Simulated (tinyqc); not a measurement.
Where a level does most harm: Shockley-Read-Hall recombination through one deep level.

One level at Et with degeneracy 1: tn = 1/(sn vth Nt), tp = 1/(sp_ vth Nt), n1 = Nc exp((Et - Eg)/kT), p1 = Nv exp(-Et/kT), ni^2 = n1 p1. Equilibrium p0 = Nm, n0 = ni^2/Nm; n = n0 + dn, p = p0 + dn. U = (n p - ni^2)/(tp (n + n1) + tn (p + p1)), lifetime dn/U; emission rates en = sn vth n1, ep = sp_ vth p1.

Constants: kB = 8.617333262e-05 eV/K.

Parameters, chosen for this exercise (gap and densities of states near those of GaN at this temperature; shifted at random, so the results belong to these values and not to a real crystal):
- Eg = 3.374 eV (gap)
- Nc = 2.09e+18 1/cm^3 (conduction-band density of states)
- Nv = 4.93e+19 1/cm^3 (valence-band density of states)
- T = 300 K
- Nt = 5.9e+15 1/cm^3 (defects)
- sn = 1.6e-16 cm^2 (electron capture cross-section)
- sp_ = 3.8e-15 cm^2 (hole capture cross-section)
- vth = 13000000 cm/s (thermal velocity, both carriers)
- Nm = 5.9e+16 1/cm^3 (equilibrium holes for the lifetime steps)

Et takes the values listed; G = Nt en ep/(en + ep) in a depleted region; the lifetime is for dn = 1e11 1/cm^3.

Results:
```
Et (eV)  lifetime (microsecond)  G (1/(cm^3 s))
0.202                     0.109        1.32e-28
0.472                    0.0815        4.55e-24
0.742                    0.0815        1.56e-19
1.012                    0.0815        5.36e-15
1.282                    0.0815        1.84e-10
1.552                    0.0815        6.32e-06
1.822                    0.0815         0.00348
2.092                    0.0815        1.03e-07
2.362                    0.0815        3.00e-12
2.632                    0.0815        8.75e-17
2.902                    0.0815        2.55e-21
3.172                    0.0815        7.42e-26
```

What can be read from this table?

Generation peaks where en = ep, at Eg/2 + (kT/2) ln(sp_ Nv/(sn Nc)) = 1.769 eV; the largest value listed is at 1.822 eV, and G falls by a decade for each 0.060 eV away from the peak. The lifetime is within a factor 2 of its minimum, 0.0815 microsecond, from 0.202 to 3.172 eV: recombination tolerates a wide range of Et, generation a narrow one.

Program tinyqc; command `OMP_NUM_THREADS=1 python tinyqc.py 1650322 1650323 out.jsonl`; about 0.01 s on one thread of a shared Intel(R) Xeon(R) Processor @ 2.30GHz.
